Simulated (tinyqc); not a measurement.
Ferroelectric switching, Landau-Khalatnikov equation: one step of the calculation.

One domain: rho dP/dt = E - (2 al P + 4 be P^3), with al = -3 sqrt(3) Ec/(4 Pr), be = 3 sqrt(3) Ec/(8 Pr^3), so that the static loop has remanence Pr and coercive field Ec. With P in uC/cm^2, E in kV/cm, rho in ohm m and t in ns, dP/dt = [E - 2 al P - 4 be P^3]/(100 rho).

Question. One time step. The constant field E = Em acts from t = 0. Implicit Euler: P(new) solves P(new) = P + dt dP/dt(P(new)), a cubic with one real root; the rate listed is (P(new) - P)/dt.

Inputs (values chosen for the exercise); remanent polarisation and coercive field close to those of doped hafnium oxide films: remanent polarisation Pr = 21 uC/cm^2; viscosity of the polarisation rho = 3.2 ohm m; field amplitude Em = 3500 kV/cm; time step dt = 1.5 ns.

P at t = 0 = -21 uC/cm^2
al = -74.230749 kV cm/uC
be = 0.084161847 kV cm^5/uC^3

Find: dP/dt; P after step 1.

Answer.

dP/dt = 7.355 uC/(cm^2 ns)
P after step 1 = -9.968 uC/cm^2

Program tinyqc, `OMP_NUM_THREADS=1 python tinyqc.py 2860066 2860067 out.jsonl`; Intel Xeon 2.30GHz, shared host, one thread, about 0.07 s.
